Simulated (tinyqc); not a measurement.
From results back to parameters: carrier statistics of a doped semiconductor with parabolic bands. Five cases, with inputs chosen for the exercise.

Problem. ni^2 = C^2 (T/300 K)^3 exp(-Eg(T)/kB T) with Eg(T) = Eg0 - al T^2/(T + be). Two intrinsic densities were computed from hidden Eg0 and C = sqrt(Nc Nv) at 300 K.

Constants: kB = 8.617333262e-05 eV/K.

Case 1.

Values chosen (near those of Ge; shifted at random, so the results belong to these values and not to a real crystal): al = 0.000479 eV/K (Varshni alpha); be = 235 K (Varshni beta); T1 = 290 K; T2 = 540 K.

ni(T1) = 1.10959e+13 1/cm^3
ni(T2) = 4.10575e+16 1/cm^3

Case 2.

Values chosen (near those of Si; shifted at random, so the results belong to these values and not to a real crystal): al = 0.000476 eV/K (Varshni alpha); be = 642 K (Varshni beta); T1 = 300 K; T2 = 460 K.

ni(T1) = 7.57397e+09 1/cm^3
ni(T2) = 4.66077e+13 1/cm^3

Case 3.

Values chosen (near those of Si; shifted at random, so the results belong to these values and not to a real crystal): al = 0.000467 eV/K (Varshni alpha); be = 652 K (Varshni beta); T1 = 290 K; T2 = 450 K.

ni(T1) = 2.26652e+09 1/cm^3
ni(T2) = 2.47238e+13 1/cm^3

Case 4.

Values chosen (near those of GaN; shifted at random, so the results belong to these values and not to a real crystal): al = 0.000911 eV/K (Varshni alpha); be = 830 K (Varshni beta); T1 = 280 K; T2 = 430 K.

ni(T1) = 1.00356e-12 1/cm^3
ni(T2) = 0.308279 1/cm^3

Case 5.

Values chosen (near those of SiC; shifted at random, so the results belong to these values and not to a real crystal): al = 0.000643 eV/K (Varshni alpha); be = 1319 K (Varshni beta); T1 = 290 K; T2 = 490 K.

ni(T1) = 2.94116e-09 1/cm^3
ni(T2) = 2876.24 1/cm^3

Find: Eg0; C.

Solution. y(T) = 2 ln ni - 3 ln(T/300) - al T/((T + be) kB) equals 2 ln C - Eg0/(kB T), a straight line in 1/T; two points give slope and intercept.

Case 1.

Eg0 = 0.743 eV
C = 7.19e+18 1/cm^3

Case 2.

Eg0 = 1.161 eV
C = 1.78e+19 1/cm^3

Case 3.

Eg0 = 1.176 eV
C = 1.71e+19 1/cm^3

Case 4.

Eg0 = 3.505 eV
C = 1.03e+19 1/cm^3

Case 5.

Eg0 = 3.243 eV
C = 2.39e+19 1/cm^3

Computed by tinyqc, one run a case: `OMP_NUM_THREADS=1 python tinyqc.py N N+1 out.jsonl` with N = 1652217, 1652242, 1652336, 1652381, 1652393; one thread of a shared Intel(R) Xeon(R) Processor @ 2.30GHz, about 0.01 s a run at most.
